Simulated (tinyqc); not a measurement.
# Changing the heat of melting H_A

Model: binary melting diagram from solution models of liquid and solid. Computed by tinyqc, a small Python program. Command: `OMP_NUM_THREADS=1 python tinyqc.py 3030910 3030911 out.jsonl melt sweep`. One thread of a shared host (Intel(R) Xeon(R) Processor @ 2.30GHz), about 0.01 s of CPU time with the checks.

x is the fraction of B. In a phase with interaction L: mu_A = G_A + R T ln(1 - x) + L x^2, mu_B = G_B + R T ln x + L (1 - x)^2. Melting: G(liquid) - G(solid) = H (1 - T/T_m) for each pure component.

Inputs (values chosen for the exercise, for a model alloy):
```
quantity                value    unit
melting point T_A        1770       K
melting point T_B         870       K
heat of melting H_B      19.5  kJ/mol
liquid interaction L_L    -13  kJ/mol
```

Diagram: eutectic with pure solids.

Constants: R = 8.314462618 J/(mol K).

Method. Liquid against pure solid A: T = (H_A + L_L x^2)/(H_A/T_A - R ln(1 - x)); against pure solid B: T = (H_B + L_L (1 - x)^2)/(H_B/T_B - R ln x). Halve the interval 0.001 to 0.999 for the crossing, 44 times.

One run for each value:
```
heat of melting H_A (kJ/mol)  eutectic composition x_E  eutectic temperature T_E (K)
7.0                                            0.43449                        522.85
8.7                                            0.47670                        557.86
11.0                                           0.52551                        596.94
14.0                                           0.57921                        638.05
17.0                                           0.62496                        671.36
22.0                                           0.68893                        715.04
28.0                                           0.75142                        754.20
35.0                                           0.81033                        787.68
```

What does the table show, and why?

Over the rows, eutectic composition x_E rises from 0.434 to 0.810 (exponent d ln y / d ln x 0.43 between the first rows and 0.34 between the last); eutectic temperature T_E (K) rises from 523 to 788 (exponent d ln y / d ln x 0.30 between the first rows and 0.19 between the last). A larger heat of melting at fixed T_A flattens the A branch, so the crossing moves towards B and upwards.

Extremes, crossings and ranges named in words are read from the listed rows.
